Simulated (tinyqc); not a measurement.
# p-i-n power rectifier, conductivity modulation at high injection, step by step

tinyqc, about 0.01 s, one thread, Intel Xeon 2.30GHz (shared host): `OMP_NUM_THREADS=1 python tinyqc.py 2230064 2230065 out.jsonl` Printed values are rounded.

A drift layer from x = -d to d (2 d = W) between ideal p+ and n+ emitters (no recombination in them). High injection, n = p, ambipolar diffusion with one lifetime; both mobilities scale as (T/300 K)^(-bt).

Values chosen for this exercise; bulk values close to those of 4H silicon carbide:
- T = 450 K (temperature)
- eps_r = 10 (relative permittivity)
- Kc = 22100 V/cm per (cm^-3)^(1/8) (critical-field constant)
- BV = 6600 V (rated breakdown voltage of the drift layer)
- mud = 828 cm^2/(V s) (drift mobility at 300 K)
- bt = 2.5 (temperature exponent of the drift mobility)
- mup = 108 cm^2/(V s) (hole mobility at 300 K)
- Eg = 3.34 eV (band gap)
- Nc = 3.12e19 cm^-3 (conduction-band density of states at T)
- Nv = 4.59e19 cm^-3 (valence-band density of states at T)
- J = 200 A/cm^2 (forward current density)
- tau = 1.4e-6 s (high-level lifetime)

Constants: q = 1.602176634e-19 C, kB = 1.380649e-23 J/K, Vt = kB T/q, eps0 = 8.8541878128e-14 F/cm where lengths are in cm. Results are converted to the units shown.

Range of the model: Here n exceeds 3e17 cm^-3; above that emitter recombination, Auger recombination and carrier-carrier scattering, left out here, change the profile and the forward voltage.

## Drift layer

Triangular field at breakdown with Ec = Kc N^(1/8): BV = eps0 eps_r Ec^2/(2 q N), so N = (eps0 eps_r Kc^2/(2 q BV))^(4/3); W = 2 BV/Ec; mu = mud (T/300 K)^(-bt); rho = 1/(q mu N); ideal resistance rho W.

N = 1.20466e15 cm^-3
Ec = 1.69629 MV/cm
W = 77.8168 um
mu = 300.471 cm^2/(V s)
rho = 17.2434 ohm cm
ideal resistance = 134.182 mohm cm^2

## Carrier profile

Da = 2 mun mup Vt/(mun + mup), La = sqrt(Da tau), B = (mun - mup)/(mun + mup) with mun = mud (T/300 K)^(-bt), mup likewise; n(x) = (tau J/(2 q La)) [cosh(x/La)/sinh(d/La) - B sinh(x/La)/cosh(d/La)]. 9 equal steps.

Da = 2.68884 cm^2/s
La = 19.4020 um
B = 0.769231

```
point	x (um)	n (cm^-3)
0	-38.9084	8.01102e17
1	-30.2621	5.15013e17
2	-21.6158	3.32908e17
3	-12.9695	2.18017e17
4	-4.3232	1.47145e17
5	4.3232	1.05982e17
6	12.9695	8.62179e16
7	21.6158	8.38610e16
8	30.2621	9.84359e16
9	38.9084	1.32885e17
```

d/La = 2.01. The lowest density on the grid is 69.6 times the drift doping.

## Forward voltage and stored charge

Ohmic drop: integral of J/(q (mun + mup) n); diffusion (Dember) drop Vt B ln(n(-d)/n(d)); both junctions together Vt ln(n(-d) n(d)/ni^2), ni = sqrt(Nc Nv) exp(-Eg/(2 Vt)), Eg in volts; V_F = the sum; stored charge q times the integral of n. Trapezoid rule; mun and mup scale as (T/300 K)^(-bt).

ohmic drop = 0.202836 V
diffusion drop = 0.0535882 V
junction drops = 2.97134 V
V_F = 3.22776 V
stored charge = 284.619 uC/cm^2

A fine grid gives V_F = 3.229 V and the stored charge J tau = 280.0 uC/cm^2. Without modulation the drift layer alone would drop J rho W = 26.8 V, 105 times the ohmic and diffusion drops together.
